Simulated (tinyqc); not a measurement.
From a target to a composition: model-solid line-up of a strained alloy layer on a substrate.

Problem. A layer of the alloy is strained to the substrate, and its gap (Ec minus the top valence edge) is given. Find x between 0.03 and 0.90, where the gap is monotonic.

All values of the alloy are linear in x but the gap, Eg(x) = (1 - x) Eg_A + x Eg_B - C x (1 - x), and the valence edge, Ev(x) = (1 - x) Ev_A + x Ev_B + fv C x (1 - x); Ec = Ev + Eg. Ev is the top of the unstrained valence band on a scale common to all materials. In the layer only the Gamma valley of the conduction band is followed, also where an X or L valley would lie lower.

Coherent growth on a (001) face: e_par = (a_s - a)/a, e_perp = -2 (C12/C11) e_par; exx = eyy = e_par, ezz = e_perp, no shear.

Strained edges: Ec + ac tr(e); the valence edges are Ev plus the levels of the 6 x 6 matrix of X, Y, Z times spin with -Dso/3 + l exx + m (eyy + ezz) on the diagonal (cyclic), n exy off it, l = av + 2 b, m = av - b, n = sqrt(3) d. Spin-orbit term (Dso/3) L.sigma on X, Y, Z with (L_k)_ij = -i epsilon_kij: <X+|H|Y+> = -i Dso/3, <X+|H|Z-> = Dso/3, <Y+|H|Z-> = -i Dso/3, <Z+|H|X-> = -Dso/3, <Z+|H|Y-> = i Dso/3, <X-|H|Y-> = i Dso/3, and their conjugates; + and - are the spin along z.

Parameters, chosen for this exercise (A near InAs, B near AlAs, substrate near InP; not measured data):

| symbol | value | unit | meaning |
|---|---|---|---|
| a | (6.054, 5.655) | angstrom | lattice constant of A, B |
| Eg | (0.414, 3.059) | eV | gap at Gamma to the s-like level of A, B |
| Dso | (0.391, 0.281) | eV | spin-orbit splitting of A, B |
| Ev | (-0.59, -1.32) | eV | top of the unstrained valence band of A, B |
| ac | (-5.08, -5.63) | eV | conduction deformation potential of A, B |
| av | (1.01, 2.46) | eV | valence hydrostatic potential of A, B |
| b | (-1.79, -2.31) | eV | tetragonal shear potential of A, B |
| d | (-3.63, -3.4) | eV | trigonal shear potential of A, B |
| C11 | (83, 124.5) | GPa | of A, B |
| C12 | (45.5, 53.6) | GPa | of A, B |
| C44 | (39.3, 54.9) | GPa | of A, B |
| C | 0.615 | eV | bowing of the gap |
| fv | 0.2 |  | share of the bowing taken by the valence edge |
| a_s | 5.864 | angstrom | substrate |
| face | 001 |  | growth face |

strained gap = 0.571265 eV

Find: x; e_par; gap of the relaxed alloy.

Solution. Bisect on x; the strained gap is 0.5301 eV at x = 0.03 and 2.2847 eV at x = 0.90.

x = 0.050
e_par = -2.818 %
gap of the relaxed alloy = 0.517 eV

tinyqc: `OMP_NUM_THREADS=1 python tinyqc.py 1080637 1080638 out.jsonl`; about 0.01 s, one thread, shared Intel(R) Xeon(R) Processor @ 2.30GHz.
